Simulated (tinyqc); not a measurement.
# Gap voltage and exponent from three temperatures

Inverse problem. At constant current VBE(T) = Vg0 - a T - eta (kB T/q) ln T, where a is a constant. Find Vg0, eta and dVBE/dT at the middle temperature.

Constants: q = 1.602176634e-19 C, kB = 1.380649e-23 J/K. Results are converted to the units shown.

T (K): 253  330  390
VBE at a constant current (V): 0.8596100601  0.7280670304  0.6212744083

Answer. The relation is linear in Vg0, a and eta, so three points give a linear system; the slope is (VBE - Vg0 - eta kB T/q)/T. eta rests on the curvature of VBE(T) alone, so real fits need accuracy of some tens of microvolts or better.

Vg0 = 1.20 V
eta = 3.90
dVBE/dT = -1.75 mV/K

Computed by the program tinyqc: `OMP_NUM_THREADS=1 python tinyqc.py 2062129 2062130 out.jsonl`, one thread of a shared Intel Xeon 2.30GHz, about 0.02 s for the whole run.
